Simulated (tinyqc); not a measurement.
# MOS inversion layer, Poisson-Schroedinger loop, step by step

Computed by the program tinyqc: `OMP_NUM_THREADS=1 python tinyqc.py 2160066 2160067 out.jsonl`, one thread of a shared Intel Xeon 2.30GHz, about 0.8 s for the whole run. Printed values are rounded.

Electrons confined at an insulator interface at z = 0, treated as a hard wall; parabolic valleys, Hartree approximation, no image or exchange terms. The depletion charge lies far deeper than the electrons and gives a uniform field q Nd/(eps0 eps_r); the gate balances all charge. Energies are counted from the band edge at the interface.

Inputs (values chosen for the exercise); masses and permittivity close to those of silicon (100): temperature T = 300 K; relative permittivity eps_r = 11.6; mass along z of valley set A (2 valley(s)) mz1 = 0.932 m0; in-plane density-of-states mass of set A md1 = 0.19 m0; mass along z of valley set B (4 valley(s)) mz2 = 0.192 m0; in-plane density-of-states mass of set B md2 = 0.416 m0; sheet density of electrons Ns = 3e12 cm^-2; sheet density of depletion charge Nd = 2.6e12 cm^-2; extra shift of set B (strain) dE = 0 eV; mesh step hz = 0.63 nm; mixing factor a = 0.5.

Constants: q = 1.602176634e-19 C, kB = 1.380649e-23 J/K, hbar = 1.054571817e-34 J s, m0 = 9.1093837015e-31 kg, Vt = kB T/q, eps0 = 8.8541878128e-14 F/cm where lengths are in cm, hbar^2/(2 m0) = 0.0380998212 eV nm^2. Results are converted to the units shown.

## Fixed part of the potential

z, node 1 to 18 (nm): 0.63  1.26  1.89  2.52  3.15  3.78  4.41  5.04  5.67  6.3  6.93  7.56  8.19  8.82  9.45  10.08  10.71  11.34

V0 = q Nd z/(eps0 eps_r) in eV.

fixed potential V0, node 1 to 18 (eV): 0.0255516  0.0511031  0.0766547  0.1022063  0.1277578  0.1533094  0.1788610  0.2044126  0.2299641  0.2555157  0.2810673  0.3066188  0.3321704  0.3577220  0.3832735  0.4088251  0.4343767  0.4599282

## Round 1: levels and probability densities

self-consistent potential U at the start, node 1 to 18 (eV): 0  0  0  0  0  0  0  0  0  0  0  0  0  0  0  0  0  0

Tridiagonal Hamiltonian with psi = 0 one step beyond both ends: H_ii = C (1/m_(i-1/2) + 1/m_(i+1/2))/hz^2 + V0_i + U_i (+ dE for the set B), H_(i,i+1) = -C/(m_(i+1/2) hz^2), C = hbar^2/(2 m0). The lowest 2 level(s) of each valley set are kept, normalised to hz sum |psi|^2 = 1. The mass is the same on all intervals.

levels (eV): A1 0.0936162, A2 0.1614879, B1 0.1601208, B2 0.2787890

```
node  |psi|^2 of A1 (1/nm)  |psi|^2 of A2 (1/nm)  |psi|^2 of B1 (1/nm)  |psi|^2 of B2 (1/nm)
1                0.3322836             0.2844770             0.0767448             0.0734936
2                0.5959014             0.1316176             0.2299135             0.1639287
3                0.4209731             0.0386491             0.3333953             0.1255151
4                0.1754390             0.3529017             0.3351496             0.0257431
5                0.0500941             0.4219795             0.2635568             0.0081100
6                0.0106030             0.2424670             0.1718960             0.0981907
7                0.0017474             0.0876867             0.0962121             0.2097711
8                0.0002320             0.0224333             0.0472560             0.2612433
9                0.0000254             0.0043370             0.0206917             0.2383352
10               0.0000023             0.0006614             0.0081726             0.1743869
11               0.0000002             0.0000820             0.0029385             0.1072944
12               0.0000000             0.0000085             0.0009689             0.0571270
13               0.0000000             0.0000007             0.0002947             0.0268209
14               0.0000000             0.0000001             0.0000830             0.0112393
15               0.0000000             0.0000000             0.0000217             0.0042246
16               0.0000000             0.0000000             0.0000052             0.0014109
17               0.0000000             0.0000000             0.0000011             0.0003959
18               0.0000000             0.0000000             0.0000002             0.0000709
```

## Round 1: Fermi level and occupations

Level k holds N_k = D_k Vt ln(1 + exp((EF - E_k)/Vt)) with D = 2 md1 m0 q/(pi hbar^2) for the set A, D = 4 md2 m0 q/(pi hbar^2) for the set B per eV (spin included); EF is fixed by sum N_k = Ns.

EF = 0.08126177 eV
N_k (cm^-2): A1 1.979955e12, A2 1.802445e11, B1 8.311681e11, B2 8.632335e9

## Round 1: density, output potential and mixing

n_i = sum_k N_k |psi_k|^2 (converted to cm^-3). Hartree part by Gauss: on the interval before node i the electrons still beyond are S_i = Ns - hz sum_(j<i) n_j, and U_i = U_(i-1) + q S_i hz/(eps0 eps_r) in eV, U_0 = 0 at the interface. Mixing: U(new) = U + a (U(out) - U).

```
node  n (1e19 cm^-3)  U(out) (eV)  U after round 1 (eV)
1           0.773604   0.02948258            0.01474129
2           1.396093   0.05417551            0.02708776
3           1.118665   0.07022475            0.03511238
4           0.689758   0.07934795            0.03967398
5           0.394373   0.08420063            0.04210032
6           0.208419   0.08661161            0.04330580
7           0.101044   0.08773219            0.04386609
8           0.046036   0.08822717            0.04411359
9           0.020088   0.08843714            0.04421857
10          0.008422   0.08852273            0.04426136
11          0.003384   0.08855618            0.04427809
12          0.001300   0.08856868            0.04428434
13          0.000477   0.08857313            0.04428656
14          0.000166   0.08857463            0.04428731
15          0.000055   0.08857510            0.04428755
16          0.000017   0.08857523            0.04428762
17          0.000004   0.08857526            0.04428763
18          0.000001   0.08857527            0.04428763
```

## Round 2: levels and probability densities

As before.

levels (eV): A1 0.1213642, A2 0.1968676, B1 0.1967873, B2 0.3189428

```
node  |psi|^2 of A1 (1/nm)  |psi|^2 of A2 (1/nm)  |psi|^2 of B1 (1/nm)  |psi|^2 of B2 (1/nm)
1                0.4309253             0.3098737             0.0901134             0.0791170
2                0.6339234             0.0713406             0.2564569             0.1646643
3                0.3626414             0.1090497             0.3510754             0.1121564
4                0.1239669             0.4286368             0.3339199             0.0156831
5                0.0296233             0.3964628             0.2497387             0.0165854
6                0.0053546             0.1931476             0.1557900             0.1186104
7                0.0007672             0.0616238             0.0838277             0.2263364
8                0.0000899             0.0142380             0.0397523             0.2657845
9                0.0000088             0.0025253             0.0168641             0.2330254
10               0.0000007             0.0003573             0.0064717             0.1654003
11               0.0000001             0.0000415             0.0022661             0.0992701
12               0.0000000             0.0000040             0.0007290             0.0517488
13               0.0000000             0.0000003             0.0002167             0.0238509
14               0.0000000             0.0000000             0.0000598             0.0098322
15               0.0000000             0.0000000             0.0000153             0.0036423
16               0.0000000             0.0000000             0.0000036             0.0012011
17               0.0000000             0.0000000             0.0000008             0.0003336
18               0.0000000             0.0000000             0.0000001             0.0000594
```

## Round 2: Fermi level and occupations

As before.

EF = 0.1121111 eV
N_k (cm^-2): A1 2.175423e12, A2 1.518001e11, B1 6.667536e11, B2 6.023565e9

## Round 2: density, output potential and mixing

As before.

```
node  n (1e19 cm^-3)  U(out) (eV)  U after round 2 (eV)
1           1.045044   0.02948258            0.02211193
2           1.561866   0.05249494            0.03979135
3           1.040209   0.06583725            0.05047481
4           0.557484   0.07273927            0.05620662
5           0.291240   0.07618972            0.05914502
6           0.145556   0.07783700            0.06057140
7           0.068279   0.07858309            0.06122459
8           0.030463   0.07890644            0.06151001
9           0.013050   0.07904118            0.06162987
10          0.005367   0.07909513            0.06167825
11          0.002115   0.07911584            0.06169697
12          0.000798   0.07912346            0.06170390
13          0.000288   0.07912613            0.06170635
14          0.000099   0.07912703            0.06170717
15          0.000032   0.07912730            0.06170743
16          0.000010   0.07912738            0.06170750
17          0.000003   0.07912740            0.06170752
18          0.000000   0.07912740            0.06170752
```

## Course of the self-consistent loop

Start from U = 0. Stop when the largest |U(out) - U| is below 1e-7 eV, or after 120 rounds.

Course of the iteration:
```
round  level A1 (eV)     EF (eV)  largest |U(out) - U| (eV)
1         0.09361624  0.08126177                     0.0886
2          0.1213642   0.1121111                     0.0348
3          0.1335136   0.1252264                     0.0144
4          0.1391007   0.1311271                    6.30e-3
5          0.1417321   0.1338597                    2.91e-3
6          0.1429897   0.1351488                    1.37e-3
7          0.1435969   0.1357652                    6.55e-4
8          0.1438923   0.1360628                    3.20e-4
9          0.1440367   0.1362076                    1.57e-4
...              ...         ...                        ...
12         0.1441598   0.1363305                    1.88e-5
13         0.1441684   0.1363390                    9.30e-6
14         0.1441726   0.1363432                    4.60e-6
15         0.1441747   0.1363453                    2.28e-6
16         0.1441757   0.1363463                    1.13e-6
17         0.1441763   0.1363468                    5.59e-7
18         0.1441765   0.1363471                    2.77e-7
19         0.1441766   0.1363472                    1.38e-7
20         0.1441767   0.1363472                    6.82e-8
```

Converged in 20 rounds. Towards the end the residual shrinks by a factor of about 0.50 a round.

## Converged levels, occupations and centroid

converged U, node 1 to 18 (eV): 0.02948252  0.05136476  0.06326127  0.06915858  0.07204118  0.07340046  0.07401169  0.07427524  0.07438453  0.07442805  0.07444468  0.07445077  0.07445290  0.07445360  0.07445382  0.07445388  0.07445390  0.07445390

Solve for the levels with V0 + U, find EF, n_i = sum_k N_k |psi_k|^2 (in cm^-3); share of each level N_k/Ns; centroid sum n z/sum n.

levels (eV): A1 0.1441767, A2 0.2233488, B1 0.2244369, B2 0.3475559
EF = 0.1363472 eV
shares (%): A1 75.66397, A2 4.64618, B1 19.52034, B2 0.16952
n, node 1 to 18 (in units of 1e19 cm^-3): 1.227575  1.612855  0.968966  0.486924  0.246038  0.120823  0.056155  0.024917  0.010621  0.004344  0.001703  0.000639  0.000230  0.000079  0.000025  0.000008  0.000002  0.000000
centroid = 1.590973 nm

An 800-node mesh to 19 nm with 8 levels a set gives A1 = 0.1469 eV, EF = 0.1392 eV and a centroid of 1.645 nm; the levels kept above hold 99.6 % of the electrons there. The coarse centroid is 3.3 % below the fine one.

## Closed-form estimates

Triangular well: E_k = a_k (C F^2/mz)^(1/3), a_1 = 2.338107, a_2 = 4.087949, C = hbar^2/(2 m0), F in eV/nm. Fang-Howard (all electrons in the lowest level of set A): b^3 = 6 (mz1/C) q (Nd + 11 Ns/32)/(eps0 eps_r), centroid 3/b, level C b^2/(4 mz1) + (3/b) q (Nd + 11 Ns/16)/(eps0 eps_r). Use F = q (Nd + Ns)/(eps0 eps_r), the surface field, and F = q (Nd + Ns/2)/(eps0 eps_r).

A1 with the surface field = 0.1585725 eV
A1 with Nd + Ns/2 = 0.1288126 eV
A2 with Nd + Ns/2 = 0.2252162 eV
b = 2.025822 1/nm
Fang-Howard centroid = 1.480880 nm
Fang-Howard level = 0.1496487 eV

Against the self-consistent A1 = 0.1469 eV on a fine mesh, the surface-field estimate is 7.9 % above it, the half-charge one 12 % below it and Fang-Howard 1.8 % above it. A1 holds 75.8 % of the electrons, and the Fang-Howard centroid is 10 % below the full one.
